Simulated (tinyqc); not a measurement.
Strain as a design knob: strained quantum well: band edges, subbands and transparency.

Growth on (001), barriers unstrained: tr(e) = e (2 - nu2), Z = b e (1 + nu2); Ec = Ev + Eg + ac tr(e), E_HH = Ev + av tr(e) + Z, E_LH = Ev + av tr(e) - Z (coupling to the split-off band left out).

Masses along z: me, 1/(g1 - 2 g2) for HH, 1/(g1 + 2 g2) for LH, likewise in the barrier; in the plane me, 1/(g1 + g2) for HH and 1/(g1 - g2) for LH (no mixing, which understates the hole masses away from k = 0). Level n solves k L + 2 atan[(k/m)/(kappa/mb)] = n pi, k = sqrt(m E/c), kappa = sqrt(mb (V - E)/c), c = hbar^2/2m0.

Transparency (Bernard-Duraffourg): Fc - Fv equals the lowest transition energy with n = p, n = sum m/(2 pi c) kB T ln(1 + exp((Fc - E)/kB T)) and p likewise over the listed subbands; c = hbar^2/2m0, 1/angstrom^2 = 1e16/cm^2.

Constants: hbar^2/2m0 = 3.80998211 eV angstrom^2; kB = 8.617333262e-05 eV/K; hc = 1239.841984 eV nm.

Values chosen for the exercise (near those of an InGaAs/AlGaAs well; the results hold for these values, not for the real material):

| symbol | value | unit | meaning |
|---|---|---|---|
| nu2 | 0.946 |  | 2 C12/C11 |
| Eg | 1.187 | eV | unstrained gap of the well |
| Ev | -0.766 | eV | its valence edge |
| ac | -6.84 | eV |  |
| av | 1.13 | eV | Ev moves by av tr(e) |
| b | -1.97 | eV | shear potential |
| Egb | 1.674 | eV | gap of the barrier |
| Evb | -0.905 | eV | its valence edge |
| L | 106 | angstrom | well width |
| me | 0.0592 | m0 | electron mass |
| g1 | 9.06 |  | gamma1 |
| g2 | 3.09 |  | gamma2 |
| meb | 0.084 | m0 |  |
| g1b | 6.3 |  |  |
| g2b | 1.8 |  |  |
| T | 300 | K | temperature |
| es | (-0.02, -0.014, -0.008, -0.003, 0, 0.003, 0.007, 0.012) |  | strains |

Only the strain is changed; the unstrained gap and the masses are kept.

Results:

| e (%) | wavelength (nm) | top hole | hh1 - lh1 (meV) | n_tr (1e12/cm^2) | share in top |
|---|---|---|---|---|---|
| -2.0 | 943 | hh1 | 160 | 0.677 | 0.61 |
| -1.4 | 962 | hh1 | 118 | 0.679 | 0.59 |
| -0.8 | 982 | hh1 | 75 | 0.698 | 0.55 |
| -0.3 | 1000 | hh1 | 38 | 0.763 | 0.45 |
| 0.0 | 1010 | hh1 | 16 | 0.850 | 0.34 |
| 0.3 | 1026 | lh1 | -6 | 0.917 | 0.58 |
| 0.7 | 1068 | lh1 | -35 | 0.815 | 0.77 |
| 1.2 | 1126 | lh1 | -73 | 0.764 | 0.89 |

What can be read from this table?

n_tr is largest at e = +0.3 % (0.92), where hh1 - lh1 = -6 meV and the top subband holds 58 % of the holes, and smallest, 0.68, at -2.0 and -1.4 %. The top hole level turns from hh to lh, and the light from TE to TM, between 0.0 and +0.3 %. The wavelength runs from 943 to 1126 nm.

Program tinyqc; command `OMP_NUM_THREADS=1 python tinyqc.py 1251107 1251108 out.jsonl`; about 0.03 s on one thread of a shared Intel(R) Xeon(R) Processor @ 2.30GHz.
